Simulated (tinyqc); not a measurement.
Worked calculation: LDA (PW92) atom on a uniform radial grid, spin-unpolarised, for F+. Computed by tinyqc, a small Python program that keeps every step. Settings: Z = 9, points = 256, R = 6.6, functional = lda,pw, mixing = 0.6, iteration cap = 66. Command: `OMP_NUM_THREADS=1 python tinyqc.py 31241 31242 out.jsonl` (the two numbers bound the seeds that draw the settings). One thread of a shared host (Intel(R) Xeon(R) Processor @ 2.60GHz), about 0.5 s of CPU time with the checks. Later iterations appear only in the table of the cycle.

## Iteration 1

Spherical atom on a uniform radial grid r_j = j h with h = R/(N + 1), h sum u^2 = 1 and integrals as h times sums, u(0) = u(R) = 0 (atomic units):
```
parameter           value
Z                       9
points N              256
R                6.600000
h                0.025681
mixing           0.600000
electrons in 1s         2
electrons in 2s         2
electrons in 2p         4
```

Three-point differences turn -u''/2 + [l(l+1)/2r^2 - Z/r + V] u = e u into a tridiagonal matrix (diagonal 1/h^2 + potential, off-diagonal -1/2h^2). D = sum f u^2; the Hartree potential y/r solves y'' = -D/r with y(0) = 0, y(R) = N_e; v_xc comes from rho = D/(4 pi r^2); E = sum f e - int D V + int D (V_H/2 + eps_xc); V(new) = V + mixing (V_H + v_xc - V).

eigenvalues (hartree): 1s -39.97310, 2s -10.09142, 2p -10.13636

Every 16th grid point:
```
r           V in     u(1s)      u(2s)     u(2p)         D       V_H       v_xc
0.41089  0.00000   0.56027   -1.04087   1.31924   9.75619  15.58719   -1.73053
0.82179  0.00000   0.02866   -1.05113   0.82797   4.95350   9.51819   -0.89783
1.23268  0.00000   0.00110   -0.42036   0.29267   0.69604   6.47988   -0.37946
1.64358  0.00000  3.75e-05   -0.12465   0.08179   0.05783   4.86702   -0.15042
2.05447  0.00000  1.20e-06   -0.03175   0.02009   0.00363   3.89392   -0.05758
2.46537  0.00000  3.68e-08   -0.00737   0.00455   0.00019   3.24495   -0.02114
2.87626  0.00000  1.10e-09   -0.00161   0.00097  8.97e-06   2.78139   -0.00742
3.28716  0.00000  3.21e-11   -0.00034   0.00020  3.85e-07   2.43371   -0.00251
3.69805  0.00000         0   -0.00007  3.98e-05  1.55e-08   2.16330   -0.00082
4.10895  0.00000         0  -1.33e-05  7.74e-06  5.92e-10   1.94697   -0.00026
4.51984  0.00000         0  -2.55e-06  1.47e-06  2.17e-11   1.76997   -0.00008
4.93074  0.00000         0  -4.82e-07  2.76e-07         0   1.62247  -2.59e-05
5.34163  0.00000         0  -8.98e-08  5.09e-08         0   1.49767    0.00000
5.75253  0.00000         0  -1.65e-08  9.28e-09         0   1.39069    0.00000
6.16342  0.00000         0  -2.92e-09  1.63e-09         0   1.29798    0.00000
6.57432  0.00000         0  -1.04e-10  5.82e-11         0   1.21686    0.00000
```

total energy = -89.0819183 hartree

## Iteration 2

As before.

eigenvalues (hartree): 1s -27.97789, 2s -3.99306, 2p -3.36468

Every 16th grid point:
```
r           V in     u(1s)      u(2s)     u(2p)         D       V_H       v_xc
0.41089  8.31399   0.63134   -0.70343   0.96299   5.49623  13.35923   -1.44027
0.82179  5.17222   0.04573   -1.09170   0.99066   6.31341   8.92348   -0.96920
1.23268  3.66025   0.00270   -0.70906   0.63965   2.64218   6.37887   -0.57243
1.64358  2.82996   0.00015   -0.35808   0.34312   0.72738   4.85256   -0.32264
2.05447  2.30181  7.80e-06   -0.16011   0.16654   0.16221   3.89198   -0.17922
2.46537  1.93428  4.01e-07   -0.06666   0.07596   0.03197   3.24470   -0.09893
2.87626  1.66438  2.03e-08   -0.02648   0.03321   0.00581   2.78135   -0.05419
3.28716  1.45872  1.02e-09   -0.01018   0.01408   0.00100   2.43371   -0.02938
3.69805  1.29749  5.05e-11   -0.00381   0.00583   0.00016   2.16330   -0.01573
4.10895  1.16802         0   -0.00140   0.00237  2.64e-05   1.94697   -0.00832
4.51984  1.06193         0   -0.00051   0.00095  4.10e-06   1.76997   -0.00436
4.93074  0.97347         0   -0.00018   0.00037  6.26e-07   1.62247   -0.00226
5.34163  0.89860         0   -0.00006   0.00015  9.33e-08   1.49767   -0.00116
5.75253  0.83442         0  -2.22e-05   0.00006  1.33e-08   1.39069   -0.00059
6.16342  0.77879         0  -6.98e-06  1.89e-05  1.53e-09   1.29798   -0.00028
6.57432  0.73011         0  -3.35e-07  9.43e-07         0   1.21686  -3.62e-05
```

total energy = -96.7232175 hartree

## Iteration 3

As before.

eigenvalues (hartree): 1s -25.14748, 2s -2.35101, 2p -1.67520

Every 16th grid point:
```
r            V in     u(1s)      u(2s)     u(2p)         D       V_H      v_xc
0.41089  10.47698   0.64630   -0.61290   0.82447   4.30570  12.47883  -1.33240
0.82179   6.84146   0.04995   -1.04666   0.95033   5.80847   8.52933  -0.94404
1.23268   4.94796   0.00322   -0.77248   0.72463   3.29385   6.25463  -0.61302
1.64358   3.84994   0.00020   -0.45765   0.47606   1.32542   4.81968  -0.38753
2.05447   3.14838  1.15e-05   -0.24491   0.28919   0.45448   3.88402  -0.24435
2.46537   2.66118  6.66e-07   -0.12366   0.16742   0.14270   3.24285  -0.15463
2.87626   2.30205  3.82e-08   -0.06017   0.09384   0.04247   2.78093  -0.09821
3.28716   2.02609  2.17e-09   -0.02853   0.05141   0.01220   2.43361  -0.06247
3.69805   1.80753  1.23e-10   -0.01328   0.02768   0.00342   2.16328  -0.03970
4.10895   1.63040         0   -0.00610   0.01470   0.00094   1.94697  -0.02516
4.51984   1.48414         0   -0.00277   0.00772   0.00025   1.76997  -0.01588
4.93074   1.36152         0   -0.00124   0.00401   0.00007   1.62247  -0.00996
5.34163   1.25735         0   -0.00055   0.00205  1.74e-05   1.49767  -0.00619
5.75253   1.16783         0   -0.00024   0.00100  4.13e-06   1.39069  -0.00374
6.16342   1.09014         0   -0.00009   0.00042  7.08e-07   1.29798  -0.00203
6.57432   1.02214         0  -4.67e-06  2.25e-05  2.07e-09   1.21686  -0.00029
```

total energy = -97.3117195 hartree

## Convergence

Stop when input and output potentials agree to 1e-7.

Course of the cycle (hartree):
```
iteration            E      e(1s)      e(2s)      e(2p)  largest |V(out) - V(in)|
1          -89.0819183  -39.97310  -10.09142  -10.13636                  2.41e+01
2          -96.7232175  -27.97789   -3.99306   -3.36468                  5.60e+00
3          -97.3117195  -25.14748   -2.35101   -1.67520                  9.72e-01
4          -97.3227455  -24.66998   -1.93198   -1.26543                  2.57e-01
5          -97.3237267  -24.54866   -1.79460   -1.13321                  1.03e-01
6          -97.3238768  -24.49981   -1.74162   -1.08219                  4.06e-02
7          -97.3238994  -24.48044   -1.72128   -1.06259                  1.61e-02
8          -97.3239028  -24.47271   -1.71345   -1.05504                  6.36e-03
9          -97.3239033  -24.46963   -1.71044   -1.05212                  2.51e-03
10         -97.3239034  -24.46841   -1.70927   -1.05100                  9.85e-04
11         -97.3239034  -24.46792   -1.70882   -1.05056                  3.86e-04
12         -97.3239034  -24.46773   -1.70865   -1.05040                  1.52e-04
13         -97.3239034  -24.46765   -1.70858   -1.05033                  5.96e-05
14         -97.3239034  -24.46762   -1.70856   -1.05031                  2.33e-05
15         -97.3239034  -24.46761   -1.70855   -1.05030                  9.13e-06
16         -97.3239034  -24.46760   -1.70854   -1.05029                  3.57e-06
17         -97.3239034  -24.46760   -1.70854   -1.05029                  1.39e-06
18         -97.3239034  -24.46760   -1.70854   -1.05029                  5.42e-07
19         -97.3239034  -24.46760   -1.70854   -1.05029                  2.11e-07
20         -97.3239034  -24.46760   -1.70854   -1.05029                  8.25e-08
```

Converged in 20 iterations. A uniform grid resolves the cusp poorly: for a bare nucleus this grid gives 1s at -39.97310 against -Z^2/2 = -40.5 hartree. Before convergence this energy mixes input and output and is not variational, so it may rise towards its limit.
